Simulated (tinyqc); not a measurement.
Electroplating on a thin resistive seed layer: kinetics, Wagner number and the terminal effect across a wafer: one step, computed by the program tinyqc. Command: `OMP_NUM_THREADS=1 python tinyqc.py 3121265 3121266 out.jsonl terminal walk`. One thread of a shared host (Intel(R) Xeon(R) Processor @ 2.30GHz), about 0.02 s of CPU time with the checks.

Current enters the seed at the rim. The bath is treated as a local resistance per area (no lateral flow in the liquid), two electrons per ion, molar volume 7.11 cm^3/mol, Faraday constant F = e N_A, kinematic viscosity 0.01 cm^2/s, omega = 2 pi x rpm/60; k_B T/e is in volts.

Task: Rate, limit and resistances. Growth rate = i V_m/(2 F). Levich limit i_L = 0.62 x 2 F D^(2/3) omega^(1/2) nu^(-1/6) c. Tafel overpotential eta = (k_B T/(alpha e)) ln(i/i_0); kinetic resistance k_B T/(alpha e i); bath resistance h/kappa + plate; R_s = resistivity/t; Wagner number = kinetic resistance x kappa/R.

Inputs (values chosen for the exercise, of the order of those for copper plating from an acid sulfate bath):
```
quantity                               value         unit
wafer radius R                            10           cm
seed thickness t                          68           nm
seed resistivity                          20  microohm cm
bath conductivity kappa                0.069         S/cm
gap to the anode h                       7.1           cm
extra resistance of a porous plate         0     ohm cm^2
exchange current density i_0           0.021      mA/cm^2
cathodic transfer coefficient alpha     0.85            -
mean current density                      12      mA/cm^2
diffusivity of the metal ion         5.3e-06       cm^2/s
metal ion concentration                  0.2        mol/L
rotation rate                            200          rpm
temperature T                            298            K
```

Constants: e = 1.602176634e-19 C; N_A = 6.02214076e+23 1/mol; k_B = 8.617333262e-05 eV/K.

Give: growth rate; limiting current i_L; overpotential; kinetic resistance; bath resistance R_b; sheet resistance R_s; Wagner number.

Result:

growth rate = 265.3 nm/min

limiting current i_L = 71.72 mA/cm^2

overpotential = 191.8 mV

kinetic resistance = 2.518 ohm cm^2

bath resistance R_b = 102.9 ohm cm^2

sheet resistance R_s = 2.941 ohm/square

Wagner number = 0.01737
